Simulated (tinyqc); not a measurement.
Inside a calculation. Model: surface photovoltage measurement of the minority-carrier diffusion length in a wafer. Computed by tinyqc, a small Python program that keeps every step. Command: `OMP_NUM_THREADS=1 python tinyqc.py 3130166 3130167 out.jsonl spv walk`. One thread of a shared host (Intel(R) Xeon(R) Processor @ 2.30GHz), about 0.01 s of CPU time with the checks. Intermediate numbers are printed to about 7 digits and carried at full precision; extremes and crossings named in words are read from the listed rows.

Low injection, steady light, a depletion layer much thinner than 1/alpha and L. The excess density dn is taken at the front edge of the neutral region; light that reaches the back is lost.

Inputs (values chosen for the exercise, modelled on p-type silicon at room temperature):
```
quantity,value,unit
diffusion length L,76,micrometre
wafer thickness W,300,micrometre
diffusivity D,30.5,cm^2/s
front recombination velocity S_f,330,cm/s
back recombination velocity S_b,270,cm/s
photon flux entering,4.2e+12,1/(cm^2 s)
minority density at the surface barrier scale n_0,1.3e+10,1/cm^3
temperature T,298,K
wavelength,867,nm
relative noise of each reading,1,%
diffusion length after pair splitting over L,0.79,-
iron factor C,1.09e+16,micrometre^2/cm^3
```

Constants: k_B = 8.617333262e-05 eV/K.

## One wavelength

alpha = (84.732/lambda - 76.417)^2 per cm with lambda in micrometre (an empirical fit for silicon between 0.7 and 1.05 micrometre). Thick wafer: dn = Phi L/((S_f + D/L)(L + 1/alpha)). Finite wafer, with s = S_b L/D, w = W/L, a = alpha L: dn = [Phi a/(a^2 - 1)] [a - B - exp(-alpha W)(a - s)/(cosh w + s sinh w)]/(S_f + B D/L), B = (sinh w + s cosh w)/(cosh w + s sinh w). Photovoltage V = (k_B T/e) ln(1 + dn/n_0). Lifetime = L^2/D.

alpha = 454.2484 1/cm

penetration depth 1/alpha = 22.01439 micrometre

dn, thick wafer = 7.498380e+08 1/cm^3

B = 0.9993488

dn, finite wafer = 7.504887e+08 1/cm^3

photovoltage V = 1.441271 mV

lifetime = 1.893770 microsecond

## The linear plot

normal deviates g for the noise: [-0.35, 1.98, 0.73, 0.29, 0.16, -0.15, -0.97]

Readings y = (Phi/dn) (1 + noise x g) at 780, 830, 880, 920, 950, 975 and 995 nm; a least-squares line y = c (1/alpha + L_app) gives L_app = intercept/slope.

Readings:
```
lambda (nm),1/alpha (micrometre),y (cm/s),line (cm/s)
780,9.6364,4873.33,4948.94
830,15.1760,5309.52,5257.19
880,25.3298,5827.54,5822.20
920,40.6576,6677.23,6675.12
950,61.2783,7841.94,7822.56
975,90.9173,9497.08,9471.82
995,130.8877,11667.16,11695.97
```

slope = 55.64503 cm/(s micrometre)

apparent length L_app = 79.30132 micrometre

error of L_app (rounded to 0.001) = 4.344 %

Without noise the error would be +0.6 %, from the finite thickness at W/L = 3.9. S_f scales all readings alike and leaves L_app unchanged.

## Where the wafer is too thin

No noise; L is varied at fixed W, and the last two columns set S_b to 0 and to 1e7 cm/s.

Apparent length (micrometre):
```
L,W/L,given S_b,S_b = 0,S_b = 1e7
15,20.00000,15.0000,15.0000,15.0000
30,10.00000,30.0002,30.0002,29.9992
60,5.00000,60.1032,60.1245,59.7045
90,3.33333,91.1678,91.4946,87.1271
150,2.00000,159.0297,163.5435,127.7518
240,1.25000,265.2502,292.8111,158.7868
390,0.76923,406.9003,510.8807,177.5976
630,0.47619,528.3370,759.6727,186.2218
1200,0.25000,616.2641,993.4097,190.4520
```

With a fast back surface L_app levels off, at 190 micrometre in the last row; with a passive one it reaches up to 1.31 times L among these rows and is 993 in the last. All three columns are within 5 % of L down to W/L = 3.3.

## Iron from two lengths

Splitting iron-boron pairs in boron-doped silicon shortens L; with nothing else changing, [Fe] = C (1/L_after^2 - 1/L^2). It is evaluated with the true lengths and with the apparent ones (without noise), which differ when the wafer is not thick against L.

L_after = 60.04 micrometre

[Fe] from the true lengths = 1.136626e+12 1/cm^3

[Fe] from the apparent lengths = 1.149243e+12 1/cm^3

bias, apparent over true less 1 (rounded to 0.001) = 1.11 %

Checks made by the program: dn against a finite-difference solution (relative difference 2e-06).
